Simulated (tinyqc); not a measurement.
Exciton in an atomically thin sheet (Rytova-Keldysh potential), step by step. Values are carried at full precision from step to step, so a last printed digit may differ when a step is redone from the rounded ones.

Constants: Ry = 13.60569312 eV; a0 (Bohr radius) = 0.5291772105 angstrom; hbar^2/2m0 = 3.80998211 eV angstrom^2; e^2/(4 pi eps0) = 14.39964547 eV angstrom.

Parameters, chosen for this exercise (near those of a WSe2 monolayer; the results hold for these values, not for the real material): me = 0.335 m0 (electron mass); mh = 0.45 m0 (hole mass); kap = 3.5 (mean dielectric constant of the surroundings); Eg = 1.967 eV (gap, in these surroundings); al = (0.00108, 0.00488, 0.022) 1/angstrom^2 (exponents a_i); r0 = 43.2 angstrom (screening length of the sheet).

## Exciton units

1/mu = 1/me + 1/mh, Ry* = Ry mu/kap^2, a* = a0 kap/mu.

mu = 0.19204 m0
Ry* = 213.291 meV
a* = 9.64 angstrom

## Hydrogen-like series

Binding Ry*/n^2 in three dimensions and Ry*/(n - 1/2)^2 in two; strengths relative to n = 1 go as 1/n^3 and (1/2)^3/(n - 1/2)^3. Lines at Eg less the binding.

Series:
```
n  3D binding (meV)  3D line (eV)  3D strength  2D binding (meV)  2D line (eV)  2D strength
1            213.29        1.7537       1.0000            853.16        1.1138       1.0000
2             53.32        1.9137       0.1250             94.80        1.8722       0.0370
3             23.70        1.9433       0.0370             34.13        1.9329       0.0080
4             13.33        1.9537       0.0156             17.41        1.9496       0.0029
```

## Overlap and kinetic matrices

Relative motion in the plane with V(k) = -2 pi q/(k (kap + r0 k)), q = e^2/(4 pi eps0), c = hbar^2/2m0. Normalised Gaussians exp(-a_i r^2): with A = a_i + a_j, S_ij = 2 sqrt(a_i a_j)/A, T_ij = (4c/mu)(a_i a_j/A) S_ij, V_ij = -q S_ij times the integral over k from 0 to infinity of exp(-k^2/4A)/(kap + r0 k).

Form S and T.

S:
```
[[1.00000, 0.77038, 0.42239],
 [0.77038, 1.00000, 0.77094],
 [0.42239, 0.77094, 1.00000]]
```

T (eV):
```
[[0.04285, 0.05406, 0.03451],
 [0.05406, 0.19364, 0.24436],
 [0.03451, 0.24436, 0.87295]]
```

## Potential matrix

Evaluate the integrals numerically.

V (eV):
```
[[-0.22248, -0.24012, -0.19422],
 [-0.24012, -0.36198, -0.36879],
 [-0.19422, -0.36879, -0.54065]]
```

## Levels in the small basis

Solve (T + V) u = E S u; give the two lowest levels and the ground vector with u S u = 1 and its largest component positive.

levels (eV): [-0.2052, 0.0520]

ground vector: [0.612, 0.411, 0.057]

## The converged series

Converged values use 20 Gaussians with exponents 2^i/b^2, i = -11 to 8, b the larger of a0 kap/(2 mu) and sqrt(a0 r0/mu), a0 = 0.5291772 angstrom; p states use r exp(i theta) exp(-a r^2).

Levels against the two-dimensional hydrogen series Ry*/(n - 1/2)^2; eps_n is the dielectric constant that would give each level in that series.

Series:
```
state  binding (meV)  hydrogen (meV)  eps_n  Eg + E (eV)
1s             205.6           853.2   7.13        1.761
2p              69.3            94.8   4.09        1.898
2s              53.2            94.8   4.67        1.914
3p              28.5            34.1   3.83        1.938
3s              23.9            34.1   4.19        1.943
```

eps_n falls from 7.13 (1s) to 4.19 (3s) towards kap = 3.5: larger orbits see less of the sheet. 2p is bound 16.1 meV more strongly than 2s, which pure Coulomb attraction keeps degenerate. The small basis misses the 1s binding by 0.4 meV.

## Checks

- 1s binding for r0 = 0 against 4 Ry*, meV: 852.8 against 853.2.
- 2p binding for r0 = 0 against 4 Ry*/9, meV: both 94.80.

Run: tinyqc, `OMP_NUM_THREADS=1 python tinyqc.py 1280657 1280658 out.jsonl`; Intel(R) Xeon(R) Processor @ 2.30GHz, one thread, shared host; about 0.02 s of CPU time with all checks.
